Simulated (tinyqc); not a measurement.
# Resistance of a tapered via with liner, size effect and interface: two fill metals against the diameter

A round via whose diameter grows from db at the bottom as D(z) = db + 2 z/tan(ang). The fill, of diameter D - 2 tl, starts above the bottom liner (thickness fb tl) and has rho = rho0 (1 + ks lam/(D - 2 tl)); the sidewall liner conducts in parallel with it. The bottom liner and the interface are crossed over the full area pi db^2/4. Spreading in the lines above and below is left out.

Slices between z0 = fb tl and hv, evaluated at their midpoints: conductance per length pi/4 [(D - 2 tl)^2/rho + (D^2 - (D - 2 tl)^2)/rl], slice resistance = slice height over that. 2000 slices. R_fill = sum of the slices; R_bottom = rl fb tl/(pi db^2/4); R_interface = ri/(pi db^2/4). The second fill has rho2, lam2 and tl2 in place of rho0, lam and tl.

Inputs (values chosen for the exercise); fill metal close to copper: height hv = 54 nm; sidewall angle ang = 89 degrees; bulk resistivity of the fill rho0 = 1.66 uohm cm; mean free path of the fill lam = 40.8 nm; size-effect factor ks = 1; liner on the sidewall tl = 2.1 nm; liner at the bottom over that on the sidewall fb = 0.7; resistivity of the liner rl = 310 uohm cm; interface resistivity at the bottom ri = 6.1e-13 ohm cm^2; ballistic conductance per area, about 3/(4 rho0 lam) Sb = 1.1e15 S/m^2; bulk resistivity of the second fill (close to ruthenium) rho2 = 7.74 uohm cm; its mean free path lam2 = 6.72 nm; its liner tl2 = 0.3 nm.

Results:
```
db (nm)  R, first fill (ohm)  R, second fill (ohm)  ratio second/first
8.5                    413.9                 132.9              0.3212
12                     121.1                 60.21              0.4971
17                     43.39                 27.61              0.6363
35                     7.307                 5.789              0.7922
49                     3.450                 2.850              0.8261
70                     1.601                 1.358              0.8484
100                   0.7564                0.6522              0.8622
```

Estimate the missing row, db = 24 nm.

Computed row:
```
db (nm)  R, first fill (ohm)  R, second fill (ohm)  ratio second/first
24                     17.81                 12.99              0.7293
```

With this row back in the table: The ratio goes from 0.321 to 0.862. The second fill gives the lower R in every row.

Computed by the program tinyqc: `OMP_NUM_THREADS=1 python tinyqc.py 2750025 2750026 out.jsonl`, one thread of a shared Intel Xeon 2.30GHz, about 0.01 s for the whole run.
